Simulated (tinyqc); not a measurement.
Landau-Devonshire theory of a uniaxial ferroelectric: one step, computed by the program tinyqc. Command: `OMP_NUM_THREADS=1 python tinyqc.py 3004813 3004814 out.jsonl ferro walk`. One thread of a shared host (Intel(R) Xeon(R) Processor @ 2.30GHz), about 0.01 s of CPU time with the checks.

G(P) = (alpha/2) P^2 + (beta*/4) P^4 + (gamma/6) P^6 - E P per volume, SI units, one domain, P along the polar axis, which is normal to the film.

Question. Coefficients at T. alpha = alpha_0 (T - T0*), with clamping: T0* = T0 + 4 Q12 u_m/(alpha_0 (s11 + s12)), beta* = beta + 4 Q12^2/(s11 + s12).

Inputs (values chosen for the exercise, modelled on barium titanate):
```
quantity                        value         unit
alpha_0                        687000  J m/(C^2 K)
Curie-Weiss temperature T0        381            K
beta                        -8.05e+08    J m^5/C^4
temperature T                     322            K
misfit strain u_m             -0.0019            -
electrostriction Q12           -0.043      m^4/C^2
compliance s11 + s12          5.6e-12        m^2/N
```

Sample: epitaxial film.

Give: T0*; alpha; beta*.

Answer.

T0* = 465.9 K

alpha = -9.889e+07 J m/C^2

beta* = 5.157e+08 J m^5/C^4

Compression raises T0 by 85 K. beta* > 0: the transition is of second order, although the free crystal has a first-order one.
